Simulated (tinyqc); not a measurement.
Lifetime against injection: carrier lifetime from Shockley-Read-Hall, radiative, Auger and surface recombination. Computed by tinyqc, a small Python program. Command: `OMP_NUM_THREADS=1 python tinyqc.py 3029128 3029129 out.jsonl lifetime walk`. One thread of a shared host (Intel(R) Xeon(R) Processor @ 2.30GHz), about 0.02 s of CPU time with the checks.

Energies are counted from the top of the valence band. Boltzmann statistics, full ionisation, and equal excess densities of electrons and holes.

Inputs (values chosen for the exercise, with bands modelled on CdTe):
```
quantity                          value        unit
gap E_g                            1.54          eV
electron mass m_e                0.0951         m_0
valleys M_c                           1           -
hole mass m_h                     0.624         m_0
temperature T                       400           K
doping N                        4.6e+15       cm^-3
trap level E_t                     1.37          eV
trap density N_t                3.5e+13       cm^-3
electron cross-section sigma_n  4.9e-16        cm^2
hole cross-section sigma_p      9.7e-15        cm^2
radiative coefficient B         7.5e-11      cm^3/s
Auger coefficient C_n           1.6e-31      cm^6/s
Auger coefficient C_p           5.5e-32      cm^6/s
diffusion coefficient D             9.5      cm^2/s
surface velocity S                 1600        cm/s
thickness W                          43  micrometre
```

Doping: p-type. Surface term: two equal surfaces.

Constants: m_0 = 9.1093837015e-31 kg; k_B = 1.380649e-23 J/K; h = 6.62607015e-34 J s; k_B = 8.617333262e-05 eV/K.

Method:
- N_c = 2 M_c (2 pi m_e k_B T/h^2)^(3/2) and N_v = 2 (2 pi m_h k_B T/h^2)^(3/2), masses in units of m_0.
- n_i = sqrt(N_c N_v) exp(-E_g/2 k_B T); majority density N/2 + sqrt(N^2/4 + n_i^2), minority density n_i^2 over it.
- v = sqrt(3 k_B T/m) with m_e or m_h; tau_n0 = 1/(sigma_n v_n N_t), tau_p0 = 1/(sigma_p v_p N_t); n1 = N_c exp(-(E_g - E_t)/k_B T), p1 = N_v exp(-E_t/k_B T).
- The slowest diffusion mode has x tan x = S W/(2 D) with 0 < x < pi/2 (bisection), and tau_s = W^2/(4 x^2 D). The common approximation is W/(2 S) + W^2/(pi^2 D).
- With n = n_0 + dn, p = p_0 + dn and U/dn = 1/tau: (n p - n_i^2)/dn = n_0 + p_0 + dn = s; 1/tau_SRH = s/[tau_p0 (n + n1) + tau_n0 (p + p1)]; 1/tau_rad = B s; 1/tau_Aug = (C_n n + C_p p) s; the rates add, with 1/tau_s.
- Rows stop below half the smaller effective density of states.

N_c = 1.13305e+18 cm^-3

N_v = 1.90439e+19 cm^-3

n_0 = 185.398 cm^-3

p_0 = 4.60e+15 cm^-3

tau_p0 = 1.72530e-07 s

n1 = 8.17232e+15 cm^-3

tau_n0 = 1.33333e-06 s

p1 = 104.356 cm^-3

tau_s = 1.50954e-06 s

Lifetimes (s):
```
dn (cm^-3)         SRH   radiative       Auger   effective  radiative efficiency  fastest channel
1.00e+10    1.6398e-06  2.8985e-06  8.5924e-01  6.1833e-07               0.21332          surface
1.00e+11    1.6398e-06  2.8985e-06  8.5916e-01  6.1832e-07               0.21333          surface
1.00e+12    1.6398e-06  2.8979e-06  8.5834e-01  6.1829e-07               0.21336          surface
1.00e+13    1.6396e-06  2.8923e-06  8.5017e-01  6.1800e-07               0.21367          surface
1.00e+14    1.6370e-06  2.8369e-06  7.7510e-01  6.1507e-07               0.21681          surface
1.00e+15    1.6159e-06  2.3810e-06  3.8156e-01  5.8779e-07               0.24687          surface
1.00e+16    1.5481e-06  9.1324e-07  2.8503e-02  4.1607e-07               0.45559        radiative
1.00e+17    1.5118e-06  1.2747e-07  4.3949e-04  1.0904e-07               0.85539        radiative
```

What follows from these numbers?

tau_SRH goes from 1.64e-6 s at low injection (1.23 times the minority capture time) to 1.51e-6 s in the last row; at high injection it tends to tau_n0 + tau_p0 = 1.51e-6 s. Ruling channel by row: surface from 1e10, radiative from 1e16 cm^-3.
